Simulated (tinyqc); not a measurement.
n-type polysilicon, carrier trapping at grain boundaries: one step of the calculation.

One-dimensional grains of size Lg, uniform ionised doping N, monovalent traps Qt at each boundary at a depth Et below (for electrons) or above (for holes) the band edge there, abrupt depletion of width W on each side of a boundary, Boltzmann statistics. xi is the distance from the band edge at the grain centre to the Fermi level. Trapped charge Qt/(1 + exp((xi + VB - Et)/Vt)) = 2 N W, barrier VB = q N W^2/(2 eps0 eps_r).

Problem. Depletion width, Fermi level and barrier. If the trap equation with xi = Vt ln(NB/N) has a root W < Lg/2, the grain is partly depleted; otherwise W = Lg/2 and the trap equation gives xi = Et - VB + Vt ln(Qt/(N Lg) - 1). N* = Qt/Lg.

Parameters, values chosen for the exercise; values of the order met in polycrystalline silicon: temperature T = 300 K; relative permittivity eps_r = 11.7; conduction-band density of states at T NB = 2.8e19 cm^-3; grain size Lg = 110 nm; trap density of a grain boundary Qt = 1.1e12 cm^-2; depth of the trap level from the majority band edge at the boundary Et = 0.47 eV; doping N = 5.3e17 cm^-3.

Constants: q = 1.602176634e-19 C, kB = 1.380649e-23 J/K, Vt = kB T/q, eps0 = 8.8541878128e-14 F/cm where lengths are in cm. Results are converted to the units shown.

Find: N*; W; xi; VB; share of traps filled.

Solution.

N* = 1.0000e17 cm^-3
W = 10.377 nm
xi = 0.10256 V
VB = 0.044136 V
share of traps filled = 1.0000

N is 5.30 N*, and the grain is partly depleted; VB = 1.71 Vt.

Numbers from tinyqc (`OMP_NUM_THREADS=1 python tinyqc.py 2830130 2830131 out.jsonl`; about 0.01 s on one thread of a shared Intel Xeon 2.30GHz).
